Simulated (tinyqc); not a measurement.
Floating body of a partially depleted SOI transistor: body voltage and kink: one step of the calculation.

Source at 0 V. Channel current Ic = 2 nf K Vt^2 [F(0) - F(Vd)](1 + la Vd), F(V) = ln^2(1 + exp((Vg - VT - nf V)/(2 nf Vt))), VT = VT0 - gb Vb. Saturation voltage Vs = 2 Vt sqrt(F(0)) + 3 Vt, excess Ve = (Vd - Vs + sqrt((Vd - Vs)^2 + 0.0004 V^2))/2, multiplication M1 = Ai Ve exp(-Bl/Ve). Each junction passes D(v) = J1 (exp(v/Vt) - 1) + J2 (exp(v/(2 Vt)) - 1). Bipolar current Ib = bb J1 (exp(Vb/Vt) - 1). The body settles where M1 (Ic + Ib) = D(Vb) + D(Vb - Vd) + Vb/Rb; drain current Id = (1 + M1)(Ic + Ib) - D(Vb - Vd).

Question. Drain current with floating and with grounded body. Id and VT at the converged Vb, Id at Vb = 0, their ratio, and the bipolar share Ib/(Ic + Ib).

Parameters, values chosen for the exercise; values of the order met in partially depleted silicon-on-insulator transistors: temperature T = 300 K; threshold at zero body voltage VT0 = 0.35 V; fall of the threshold per volt of body voltage gb = 0.3; slope factor nf = 1.47; gain factor per width K = 290 uA/(V^2 um); channel-length modulation factor la = 0.03 1/V; impact-ionisation prefactor Ai = 3.96 1/V; impact-ionisation voltage Bl = 6.3 V; diffusion saturation current of each junction J1 = 7e-13 uA/um; recombination saturation current of each junction J2 = 2.3e-8 uA/um; gain of the lateral bipolar transistor on the diffusion current bb = 3; resistance of a weak body tie to the source (1e9 stands for no tie, and the term is then dropped) Rb = 1e9 kohm um; gate voltage Vg = 0.69 V; drain voltage Vd = 2 V.

Constants: q = 1.602176634e-19 C, kB = 1.380649e-23 J/K, Vt = kB T/q. Results are converted to the units shown.

converged Vb = 0.76399243 V

Wanted: VT; Id, floating; Id, grounded; ratio; bipolar share.

Answer.

VT = 0.12080 V
Id, floating = 53.068 uA/um
Id, grounded = 14.107 uA/um
ratio = 3.7619
bipolar share = 29.747 %

The body rises to 0.764 V and lowers the threshold by 229 mV.

Range of the model: The multiplication law is an empirical form chosen for the exercise; self-heating and capacitive coupling to the body are left out, and the linear laws are rough once Vb passes about 0.7 V or M1 about 0.1.

Program tinyqc, `OMP_NUM_THREADS=1 python tinyqc.py 2182034 2182035 out.jsonl`; Intel Xeon 2.30GHz, shared host, one thread, about 0.2 s.
